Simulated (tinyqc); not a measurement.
Spherical quantum dot: sweeps and comparisons. A value that a table varies takes the place of the one given here.

A sphere of radius R, isotropic masses, c = hbar^2/2m0, k = sqrt(mw E/c), kappa = sqrt(mb (V0 - E)/c). State n l is the spherical Bessel function j_l(k r) inside and k_l(kappa r) outside; psi and psi'/m are continuous: (k/mw) j_l'(kR)/j_l(kR) = (kappa/mb) k_l'(kappa R)/k_l(kappa R). For l = 0 this reads kR cot(kR) = 1 - (mw/mb)(1 + kappa R).

With hard walls E = c (x/R)^2/mw, x a zero of j_l: 1s 3.141593; 2s 6.283185; 1p 4.493409; 2p 7.725252; 1d 5.763459; 2d 9.095011; 1f 6.987932; 2f 10.417119.

Constants: hbar^2/2m0 = 3.80998211 eV angstrom^2.

Parameters, chosen for this exercise (near those of a non-polar GaN dot in AlN; the results hold for these values, not for the real material): V0 = 1.839 eV (barrier height); mw = 0.203 m0 (mass inside); mb = 0.307 m0 (mass outside); Rs = (10, 12, 14, 18, 24, 31, 42) angstrom (radii); R = 14 angstrom (radius).

## Radius

The two lowest states against R; a dash marks an unbound state.

Levels (eV):
```
R (angstrom)      1s      1p  1s, hard walls  flat well of width 2R
10            0.8862  1.7150          1.8524                 0.2386
12            0.6917  1.3812          1.2864                 0.1825
14            0.5531  1.1170          0.9451                 0.1441
18            0.3752  0.7639          0.5717                 0.0963
24            0.2338  0.4775          0.3216                 0.0594
31            0.1504  0.3074          0.1928                 0.0380
42            0.0873  0.1786          0.1050                 0.0220
```

What can be read from the table?

The lowest state is bound at every radius listed. 1p is bound at every radius listed. At the largest radius the level is 0.83 of the hard-wall value and 3.98 times that of the flat well (the hard-wall ratio is 4.00); the exponent d ln E/d ln R between the last two radii is -1.79. Levels above about 0.3 eV lie beyond the range of a parabolic mass.

## Shape and dimension

Lowest level with hard walls: film c (pi/2R)^2/mw, cylinder c (2.404826/R)^2/mw, sphere c (pi/R)^2/mw, square or cube of side a: 2 or 3 times c (pi/a)^2/mw; c = hbar^2/2m0. Finite barriers V0 with outer mass mb and psi, psi'/m continuous for film, cylinder and sphere (not separable for the square and the cube: dash).

Lowest level (eV):
```
shape                      hard walls  finite barrier
film, width 2R                 0.2363          0.1441
cylinder, radius R             0.5538          0.3311
square wire of equal area      0.6017               -
sphere, radius R               0.9451          0.5531
cube of equal volume           1.0911               -
```

How do the results move?

With hard walls the levels of film, cylinder and sphere stand as 1 : 2.34 : 4.00; with the finite barrier as 1 : 2.30 : 3.84. The square lies 8.6 % above the circle of equal area and the cube 15.5 % above the sphere of equal volume: round shapes give the lowest level for a given size.

## What each parameter does

The lowest level 1s and its distance to V0. Each row changes one parameter from the base and keeps the others.

Results:
```
case             E (eV)  V0 - E (eV)     k R
base             0.5531       1.2859  2.4033
R = 12 angstrom  0.6917       1.1473  2.3037
V0 = 1.563 eV    0.5297       1.0333  2.3520
mw = 0.1827 m0   0.5810       1.2580  2.3368
mb = 0.2456 m0   0.5848       1.2542  2.4712
```

How do the results move?

The largest shifts from the base row, up to three for each result and ties (the steps differ in size, so this ranks the rows, not the parameters). E (eV): R +0.1386, mb +0.0317, mw +0.0279. V0 - E (eV): V0 -0.2526, R -0.1386, mb -0.0317. k R: R -0.0996, mb +0.0679, mw -0.0665.

Program tinyqc; command `OMP_NUM_THREADS=1 python tinyqc.py 1282075 1282076 out.jsonl`; about 0.04 s on one thread of a shared Intel(R) Xeon(R) Processor @ 2.30GHz.
